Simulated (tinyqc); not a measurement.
Resistivity of narrow wires: free and nearly free electrons in a metal.

The cubic cell holds 2 atoms: n = 2 z/a^3, kF = (3 pi^2 n)^(1/3), EF = c kF^2/m, vF = 2 c kF/(m hbar), c = hbar^2/2m0; rs = (3/(4 pi n))^(1/3)/a0; D(EF) = 3 n/(2 EF).

Square wire of width w with grain size w: rho/rho0 = 1/(1 - 3 al/2 + 3 al^2 - 3 al^3 ln(1 + 1/al)) + (3/4) (1 - p) l/w, with al = (l/w) Rg/(1 - Rg) (Mayadas-Shatzkes plus the thick-wire form of Fuchs-Sondheimer); l = hbar kF/(n e^2 rho), e = 1.602176634e-19 C.

Constants: hbar^2/2m0 = 3.80998211 eV angstrom^2; hbar = 6.58211957e-16 eV s; a0 (Bohr radius) = 0.5291772105 angstrom.

Inputs chosen for the exercise (near those of Li; not measured data): a = 3.516 angstrom (bcc lattice constant); z = 1 (free electrons an atom); m = 1 m0 (mass); rho = 10.69 micro-ohm cm (bulk resistivity); p = 0 (specularity of the surfaces); Rg = 0.58 (reflection at grain boundaries).

Wires:
```
w (nm)     al  grain term (factor - 1)  surface term  rho (micro-ohm cm)
200     0.064                    0.094         0.035               12.06
100     0.128                    0.185         0.069               13.41
50      0.256                    0.365         0.139               16.07
20      0.639                    0.890         0.347               23.92
14      0.913                    1.261         0.496               29.47
10      1.279                    1.753         0.694               36.85
7       1.827                    2.488         0.992               47.89
```

Give the missing row, w (nm) = 30.

Computed row:
```
w (nm)     al  grain term (factor - 1)  surface term  rho (micro-ohm cm)
30      0.426                    0.600         0.231               19.58
```

l = 9.26 nm

At 7 nm the resistivity is 4.48 times the bulk value; grain boundaries add more (2.49 from grains, 0.99 from surfaces). It passes twice the bulk value between 30 and 20 nm. The surface formula is meant for w above l = 9 nm, so the rows below that are rough.

Computed by tinyqc, a small Python program: `OMP_NUM_THREADS=1 python tinyqc.py 1681268 1681269 out.jsonl` (the numbers bound the seed that draws the inputs); one thread of a shared host (Intel(R) Xeon(R) Processor @ 2.30GHz), about 0.01 s for the whole set of steps.
